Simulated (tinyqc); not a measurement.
Hubbard ring of 4 sites, step by step. One step of it, computed by the program tinyqc.

Problem. Mean-field iteration 1. H(up) = T + U n(down), H(down) = T + U n(up); fill the lowest levels; n(new) = n + mixing (n(out) - n); E = tr T (rho up + rho down) + U sum n_up n_down of the output.

one-body matrix (hopping and site energies) (eV), lower triangle:
```
           1          2          3         4
1  -0.530000
2  -1.260000  -0.310000
3   0.000000  -1.260000   0.540000
4  -1.260000   0.000000  -1.260000  0.780000
```

U = 6.500000 eV

electrons, up and down: 2  2

mixing = 0.200000

n(up) at the start (a guess, not normalised): 1 0.550000, 2 0.450000, 3 0.550000, 4 0.450000

n(down) at the start (a guess): 1 0.450000, 2 0.550000, 3 0.450000, 4 0.550000

Give: levels, up; levels, down; energy; n(up) after iteration 1; n(down) after iteration 1.

Solution.

levels, up (eV): 0.6972  2.9530  3.7857  6.0442

levels, down (eV): 0.7290  3.1491  3.5916  6.0103

energy = 0.4584 eV

n(up) after iteration 1: 1 0.6125, 2 0.4255, 3 0.5747, 4 0.3873

n(down) after iteration 1: 1 0.4427, 2 0.6111, 3 0.3891, 4 0.5572
